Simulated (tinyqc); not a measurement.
From results back to parameters: conduction-band anticrossing with a localised impurity level. Two cases, with inputs chosen for the exercise.

Problem. A host edge EM and a flat level EI are coupled by V = C sqrt(x), H = [[EM, V], [V, EI]]. EM and both levels are given.

Case 1.

Values chosen (out of a larger set: host near InP; not measured data): x = 0.0025 (impurity fraction).
EM = 1.423075 eV

E-, E+ (eV): 1.387586  1.792489

Case 2.

Values chosen (out of a larger set: host near GaAs; not measured data): x = 0.003 (impurity fraction).
EM = 1.506750 eV

E-, E+ (eV): 1.446818  1.860932

Find: EI; V; C; host weight of E-.

Solution. The trace gives EI = E+ + E- - EM; V^2 = (EM - E-)(E+ - EM); the host weight of E- is (EI - E-)/(E+ - E-).

Case 1.

EI = 1.757 eV
V = 0.1145 eV
C = 2.29 eV
host weight of E- = 0.912

Case 2.

EI = 1.801 eV
V = 0.1457 eV
C = 2.66 eV
host weight of E- = 0.855

Computed by tinyqc, one run a case: `OMP_NUM_THREADS=1 python tinyqc.py N N+1 out.jsonl` with N = 1050703, 1050724; one thread of a shared Intel(R) Xeon(R) Processor @ 2.30GHz, about 0.01 s a run at most.
